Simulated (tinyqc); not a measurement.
Cabrera-Mott growth of a thin oxide under its own electric field: one step, computed by the program tinyqc. Command: `OMP_NUM_THREADS=1 python tinyqc.py 3015555 3015556 out.jsonl cabrera walk`. One thread of a shared host (Intel(R) Xeon(R) Processor @ 2.30GHz), about 0.02 s of CPU time with the checks.

Electrons cross the film freely and set a fixed potential V across it; the field V/x lowers the barrier for ions entering the oxide.

Task: Field and rate at the start. u = u0 exp(-W/(k_B T)), X1 = z b V/(k_B T) with V in volts and k_B T in eV; dx/dt = 2 u sinh(X1/x). Field E = V/x; the barrier is lowered by z b V/x.

Inputs (values chosen for the exercise, for a model metal):
```
quantity,value,unit
Mott potential V,1.8,V
ion charge number z,2,-
half jump distance b,2.2,angstrom
temperature T,250,K
starting thickness x0,7.5,angstrom
```

Backward hops: kept.

u = 8.500931e-20 angstrom/s

X1 = 367.6311 angstrom

Give: field; barrier lowering; rate.

Result:

field = 24 MV/cm

barrier lowering = 1.056 eV

rate = 165.0 angstrom/s
